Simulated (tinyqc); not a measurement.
# IGBT as a p-i-n diode in series with a MOS channel, on-state and switching loss: effects of single changes

High injection (n = p) in a drift layer from x = -W/2 (anode) to +W/2 (cathode side), recombination only in the layer with lifetime tau, ideal emitters. The channel feeds the cathode side and carries the whole current. Auger recombination, carrier-carrier scattering, emitter losses and the carrier dip under the p body are left out.

Inputs (values chosen for the exercise); material values close to those of silicon: temperature T = 300 K; band gap Eg = 1.11 eV; conduction-band density of states at T Nc = 2.84e19 cm^-3; valence-band density of states at T Nv = 2.69e19 cm^-3; electron mobility mn = 1400 cm^2/(V s); hole mobility mp = 480 cm^2/(V s); width of the drift layer W = 60 um; doping of the drift layer Nd = 1.5e14 cm^-3; high-injection lifetime tau = 0.16 us; current density J = 50 A/cm^2; channel and accumulation resistance Rch = 0.52 mohm cm^2; link voltage Vdc = 400 V; turn-off energy per stored charge and link voltage ks = 0.13; switching frequency f = 2 kHz.

Constants: q = 1.602176634e-19 C, kB = 1.380649e-23 J/K, Vt = kB T/q. Results are converted to the units shown.

Each table varies one quantity; the others keep the values above.

## Effect of the high-injection lifetime

b = mn/mp, B = (b - 1)/(b + 1), La = sqrt(2 Vt mn mp tau/(mn + mp)), y = W/(2 La). n(x) = (tau J/(2 q La))[cosh(x/La)/sinh y - B sinh(x/La)/cosh y]. Vm = Vt [(8 b/(b + 1)^2)(sinh y/s) arctan(s sinh y) + B ln((1 + B tanh^2 y)/(1 - B tanh^2 y))], s = sqrt(1 - B^2 tanh^2 y); Vj = Vt ln(n(-W/2) n(W/2)/ni^2), ni = sqrt(Nc Nv) exp(-Eg/(2 Vt)), Eg in volts; Vc = J Rch; Von = Vm + Vj + Vc. Stored charge tau J, turn-off energy Eoff = ks tau J Vdc, loss at half duty 0.5 J Von + f Eoff. A unipolar device on the same layer has Vu = J (W/(q mn Nd) + Rch).

The same in every row: Vu (V) = 8.942.

Effect of the high-injection lifetime:
```
tau (us)       y  Von (V)  Eoff (mJ/cm^2)  total loss (W/cm^2)
0.032      3.901    2.409         0.08320                60.39
0.052      3.060    1.425          0.1352                35.88
0.085      2.394    1.069          0.2210                27.16
0.14       1.865   0.9227          0.3640                23.80
0.23       1.455   0.8615          0.5980                22.73
0.37       1.147   0.8389          0.9620                22.90
0.6       0.9009   0.8348           1.560                23.99
0.98      0.7049   0.8418           2.548                26.14
1.6       0.5517   0.8555           4.160                29.71
```

As tau goes from 0.032 to 1.6 us, Von goes from 2.41 through a minimum of 0.835 (at tau = 0.6 us among the rows listed) to 0.856 V, Eoff rises from 0.0832 to 4.16 mJ/cm^2 and the total loss goes from 60.4 through a minimum of 22.7 (at tau = 0.23 us among the rows listed) to 29.7 W/cm^2. Von is below Vu in 9 of the 9 rows. A short lifetime starves the middle of the layer, a long one stores charge, hence the minimum of the loss. For tau = 0.032 to 0.052 us the injected density falls below 5 Nd somewhere, so high injection is doubtful.

## Effect of the switching frequency

Same model as above.

The same in every row: y = 1.745; Von (V) = 0.9007; Vu (V) = 8.942; Eoff (mJ/cm^2) = 0.4160.

Effect of the switching frequency:
```
f (kHz)  total loss (W/cm^2)
0.3                    22.64
0.64                   22.78
1.4                    23.10
2.9                    23.72
6.2                    25.10
13                     27.93
28                     34.17
60                     47.48
```

What does the comparison show?

As f goes from 0.3 to 60 kHz, Von stays at 0.901 V, Eoff stays at 0.416 mJ/cm^2 and the total loss rises from 22.6 to 47.5 W/cm^2. Von is below Vu in 8 of the 8 rows.

## Effect of the channel and accumulation resistance

Same model as above.

The same in every row: y = 1.745; Eoff (mJ/cm^2) = 0.4160.

Effect of the channel and accumulation resistance:
```
Rch (mohm cm^2)  Von (V)  Vu (V)  total loss (W/cm^2)
0.2               0.8847   8.926                22.95
0.4               0.8947   8.936                23.20
0.78              0.9137   8.955                23.67
1.5               0.9497   8.991                24.57
3.1                1.030   9.071                26.57
6.1                1.180   9.221                30.32
12                 1.475   9.516                37.70
```

As Rch goes from 0.2 to 12 mohm cm^2, Von rises from 0.885 to 1.47 V, Eoff stays at 0.416 mJ/cm^2 and the total loss rises from 22.9 to 37.7 W/cm^2. Von is below Vu in 7 of the 7 rows.

Numbers from tinyqc (`OMP_NUM_THREADS=1 python tinyqc.py 2590042 2590043 out.jsonl`; about 0.01 s on one thread of a shared Intel Xeon 2.30GHz).
